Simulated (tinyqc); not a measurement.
# Graded p-n junction, non-linear Poisson equation by Newton steps, step by step

Numbers from tinyqc (`OMP_NUM_THREADS=1 python tinyqc.py 2000081 2000082 out.jsonl`; about 0.04 s on one thread of a shared Intel Xeon 2.30GHz). Printed values are rounded; ~0 in a residual or rate marks an entry under 1e-11 of the largest of its column.

One dimension, p side on the left, n side on the right; net doping C = (Nd - Na)/2 + ((Nd + Na)/2) tanh(x/Lg). The potential psi is counted from the intrinsic level, and the quasi-Fermi potentials are flat: 0 for holes and -V for electrons, so n = ni exp((psi + V)/Vt) and p = ni exp(-psi/Vt) (Boltzmann statistics, full ionisation, no current).

Inputs (values chosen for the exercise); band and dielectric values close to those of germanium:

| symbol | value | unit | meaning |
|---|---|---|---|
| T | 273 | K | temperature |
| Eg | 0.665 | eV | band gap |
| eps_r | 15.9 |  | relative permittivity |
| Nc | 9.03e18 | cm^-3 | conduction-band density of states at T |
| Nv | 5.13e18 | cm^-3 | valence-band density of states at T |
| Na | 3e17 | cm^-3 | acceptor density of the p side |
| Nd | 7.5e17 | cm^-3 | donor density of the n side |
| V | 0.08 | V | bias of the p side against the n side |
| Lg | 43 | nm | grading length |

Constants: q = 1.602176634e-19 C, kB = 1.380649e-23 J/K, Vt = kB T/q, eps0 = 8.8541878128e-14 F/cm where lengths are in cm. Results are converted to the units shown.

Range of the model: Flat quasi-Fermi levels over the whole structure hold only for low forward bias and sides short against the diffusion lengths.

## Intrinsic density, end potentials and Debye lengths

ni = sqrt(Nc Nv) exp(-Eg/(2 Vt)), Eg in volts; psi_p = -Vt ln(Na/ni), psi_n = Vt ln(Nd/ni) - V; Debye length sqrt(eps0 eps_r Vt/(q N)).

ni = 4.951208e12 cm^-3
psi_p = -0.2590586 V
psi_n = 0.2006146 V
Debye length, p side = 8.300894 nm
Debye length, n side = 5.249946 nm

## Net doping on the mesh

x, node 0 to 15 (nm): -391  -312  -243  -183  -131  -86.7  -48  -14.5  14.5  46.7  82.5  122  166  215  270  330

C = (Nd - Na)/2 + ((Nd + Na)/2) tanh(x/Lg), taken at the nodes.

net doping C, node 0 to 15 (cm^-3): -3.000000e17  -2.999995e17  -2.999870e17  -2.997889e17  -2.976338e17  -2.817089e17  -1.982921e17  5.438356e16  3.956164e17  6.426011e17  7.278461e17  7.464080e17  7.495346e17  7.499523e17  7.499963e17  7.499998e17

## Couplings between neighbouring nodes

a_i = eps0 eps_r/h_i for the interval from node i to i + 1, with h_i = x_(i+1) - x_i in cm.

coupling a_i, interval 0 to 14 (F/cm^2): 1.782045e-7  2.040313e-7  2.346360e-7  2.707338e-7  3.177914e-7  3.637767e-7  4.202435e-7  4.854537e-7  4.372099e-7  3.932447e-7  3.564091e-7  3.199582e-7  2.873094e-7  2.559665e-7  2.346360e-7

## Starting potential

psi_p = -Vt ln(Na/ni) on nodes with x < 0 and psi_n = Vt ln(Nd/ni) - V on the others.

psi at the start, node 0 to 15 (V): -0.2590586  -0.2590586  -0.2590586  -0.2590586  -0.2590586  -0.2590586  -0.2590586  -0.2590586  0.2006146  0.2006146  0.2006146  0.2006146  0.2006146  0.2006146  0.2006146  0.2006146

## Iteration 1: densities, residual and Jacobian diagonal

n_i = ni exp((psi_i + V)/Vt), p_i = ni exp(-psi_i/Vt), rho_i = p_i - n_i + C_i, g_i = (n_i + p_i)/Vt. Box widths w_i = (h_(i-1) + h_i)/2 in cm. Residual F_i = a_i (psi_(i+1) - psi_i) - a_(i-1) (psi_i - psi_(i-1)) + q rho_i w_i; Jacobian: a_(i-1) and a_i beside the diagonal, b_i = -a_(i-1) - a_i - q g_i w_i on it. The two end nodes are fixed.

```
node	n (cm^-3)	p (cm^-3)
0	2.449961e9	3e17
1	2.449961e9	3e17
2	2.449961e9	3e17
3	2.449961e9	3e17
4	2.449961e9	3e17
5	2.449961e9	3e17
6	2.449961e9	3e17
7	2.449961e9	3e17
8	7.5e17	9.799844e8
9	7.5e17	9.799844e8
10	7.5e17	9.799844e8
11	7.5e17	9.799844e8
12	7.5e17	9.799844e8
13	7.5e17	9.799844e8
14	7.5e17	9.799844e8
15	7.5e17	9.799844e8
```

```
node	residual F (C/cm^2)	diagonal b (F/cm^2)
1	6.176946e-13	-1.550140e-5
2	1.339166e-11	-1.361686e-5
3	1.894272e-10	-1.194690e-5
4	1.825364e-9	-1.042620e-5
5	1.216180e-8	-9.160560e-6
6	5.882637e-8	-8.159722e-6
7	4.005829e-7	-7.290480e-6
8	-3.968923e-7	-1.655261e-5
9	-5.850449e-8	-1.819706e-5
10	-1.336364e-8	-1.998062e-5
11	-2.402698e-9	-2.200154e-5
12	-3.467383e-10	-2.435866e-5
13	-3.971271e-11	-2.710397e-5
14	-3.400322e-12	-2.986060e-5
```

## Iteration 1: Newton step

Solve the tridiagonal system a_(i-1) d_(i-1) + b_i d_i + a_i d_(i+1) = -F_i for nodes 1 to 14, with d = 0 on fixed nodes. If the largest |d| exceeds 4 Vt, the whole step is scaled down so that it equals 4 Vt.

Newton step d, before damping, node 1 to 14 (V): 0.00000006  0.00000135  0.00002106  0.00022852  0.00173542  0.01006933  0.05402872  -0.02249269  -0.00377157  -0.00074523  -0.00012151  -0.00001585  -0.00000163  -0.00000013
psi after iteration 1, node 0 to 15 (V): -0.2590586  -0.2590586  -0.2590573  -0.2590376  -0.2588301  -0.2573232  -0.2489893  -0.2050299  0.1781220  0.1968431  0.1998694  0.2004931  0.2005988  0.2006130  0.2006145  0.2006146

## Iteration 2: densities, residual and Jacobian diagonal

As before.

```
node	n (cm^-3)	p (cm^-3)
0	2.449961e9	3e17
1	2.449967e9	2.999993e17
2	2.450101e9	2.999828e17
3	2.452155e9	2.997315e17
4	2.473875e9	2.971000e17
5	2.637523e9	2.786661e17
6	3.758774e9	1.955394e17
7	2.435391e10	3.017948e16
8	2.882901e17	2.549474e9
9	6.389035e17	1.150390e9
10	7.266141e17	1.011525e9
11	7.461362e17	9.850591e8
12	7.494949e17	9.806449e8
13	7.499479e17	9.800525e8
14	7.499959e17	9.799897e8
15	7.5e17	9.799844e8
```

```
node	residual F (C/cm^2)	diagonal b (F/cm^2)
1	~0	-1.550136e-5
2	5.083513e-16	-1.361610e-5
3	1.078292e-13	-1.193666e-5
4	1.088328e-11	-1.033110e-5
5	5.296313e-10	-8.557594e-6
6	1.384979e-8	-5.591487e-6
7	2.098679e-7	-1.547996e-6
8	-1.251990e-7	-6.930610e-6
9	-4.980742e-9	-1.562457e-5
10	-2.246150e-10	-1.938098e-5
11	-6.680256e-12	-2.189168e-5
12	-1.267904e-13	-2.434266e-5
13	-1.507966e-15	-2.710213e-5
14	-1.020733e-17	-2.986044e-5
```

## Iteration 2: Newton step

As before.

Newton step d, before damping, node 1 to 14 (V): 0.0000000  0.0000000  0.0000005  0.0000197  0.0006052  0.0127647  0.1363583  -0.0085487  -0.0005586  -0.0000229  -0.0000007  0.0000000  0.0000000  0.0000000
psi after iteration 2, node 0 to 15 (V): -0.2590586  -0.2590586  -0.2590573  -0.2590372  -0.2588165  -0.2569055  -0.2401803  -0.1109286  0.1722225  0.1964576  0.1998536  0.2004927  0.2005988  0.2006130  0.2006145  0.2006146

## Course of the Newton iteration

Stop when the largest undamped |d| is below 1e-9 V, or after 80 iterations.

Course of the iteration:
```
iteration	largest |F| (C/cm^2)	largest |d| (V)	at node
1	4.01e-7	0.0540	7
2	2.10e-7	0.136	7
3	1.11e-7	0.130	7
4	3.13e-8	0.0398	7
5	3.80e-9	2.00e-3	6
6	1.08e-10	6.12e-5	6
7	9.56e-14	5.42e-8	6
8	7.47e-20	4.23e-14	6
```

Converged in 8 iterations. Once the step is below 0.1 Vt, 3 more iteration(s) reach the threshold: near the solution the error is roughly squared each time.

## Converged densities, field and charge

converged psi, node 0 to 15 (V): -0.2590586  -0.2590586  -0.2590572  -0.2590365  -0.2587829  -0.2558267  -0.2162913  0.0238052  0.1759799  0.1964609  0.1998501  0.2004925  0.2005988  0.2006130  0.2006145  0.2006146

n and p as above; field E_i = -(psi_(i+1) - psi_i)/h_i on each interval; charge on either side of the peak Q = eps0 eps_r |E|max (Gauss).

```
node	n (cm^-3)	p (cm^-3)
0	2.449961e9	3e17
1	2.449967e9	2.999993e17
2	2.450103e9	2.999826e17
3	2.452268e9	2.997178e17
4	2.478839e9	2.965050e17
5	2.810753e9	2.614916e17
6	1.508948e10	4.870867e16
7	4.083477e14	1.799908e12
8	2.632000e17	2.792508e9
9	6.286095e17	1.169229e9
10	7.260163e17	1.012358e9
11	7.461165e17	9.850851e8
12	7.494944e17	9.806455e8
13	7.499479e17	9.800525e8
14	7.499959e17	9.799897e8
15	7.5e17	9.799844e8
```

field E, interval 0 to 14 (kV/cm): -0.00001  -0.00019  -0.00346  -0.04876  -0.66732  -10.21586  -71.67060  -52.47404  -6.36057  -0.94668  -0.16265  -0.02415  -0.00290  -0.00027  -0.00002
peak |E| = 71.67060 kV/cm
charge Q = 100.8990 nC/cm^2

A mesh of more than 1000 nodes gives a peak field of 77.11 kV/cm; the 16-node value is 7.1 % below it.
